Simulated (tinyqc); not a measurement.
When the Fermi surface touches the face: free and nearly free electrons in a metal.

The cubic cell holds 2 atoms: n = 2 z/a^3, kF = (3 pi^2 n)^(1/3), EF = c kF^2/m, vF = 2 c kF/(m hbar), c = hbar^2/2m0; rs = (3/(4 pi n))^(1/3)/a0; D(EF) = 3 n/(2 EF).

Two plane waves k and k - G, G = (110) (2 pi/a): H = [[c k^2/m, V], [V, c (k - G)^2/m]] with c = hbar^2/2m0.

Constants: hbar^2/2m0 = 3.80998211 eV angstrom^2; hbar = 6.58211957e-16 eV s; a0 (Bohr radius) = 0.5291772105 angstrom.

Inputs chosen for the exercise (out of a larger set: near those of Na; not measured data):

| symbol | value | unit | meaning |
|---|---|---|---|
| a | 4.268 | angstrom | bcc lattice constant |
| z | 1 |  | free electrons an atom |
| m | 1.03 | m0 | mass |

On the face the lower band is E = c (G^2/4 + q^2)/m - V, q along the face. EF is held at its free value. A neck opens where EF > c G^2/(4m) - V, with radius q; the second band fills where EF > c G^2/(4m) + V.

Necks:

| V (eV) | lower band at the face centre (eV) | neck radius (1/angstrom) | radius/kF |
|---|---|---|---|
| 0.2 | 3.808 | - | - |
| 0.5 | 3.508 | - | - |
| 0.8 | 3.208 | - | - |
| 1.1 | 2.908 | 0.2186 | 0.239 |
| 1.4 | 2.608 | 0.3590 | 0.393 |
| 1.8 | 2.208 | 0.4869 | 0.533 |
| 2.2 | 1.808 | 0.5875 | 0.643 |
| 2.6 | 1.408 | 0.6733 | 0.737 |

EF = 3.085 eV
c G^2/(4m) = 4.008 eV

Contact needs V > 0.923 eV. It is first met at V = 1.1 eV of those listed, and the radius then grows as the square root of the excess, to 0.737 kF at 2.6 eV. EF is held at its free value here; a count of states lowers it as V grows, strongly for V of an eV or more, so the threshold is a lower bound, the radii are upper bounds, and some necks may vanish.

Run: tinyqc, `OMP_NUM_THREADS=1 python tinyqc.py 1680098 1680099 out.jsonl`; Intel(R) Xeon(R) Processor @ 2.30GHz, one thread, shared host; about 0.01 s of CPU time with all checks.
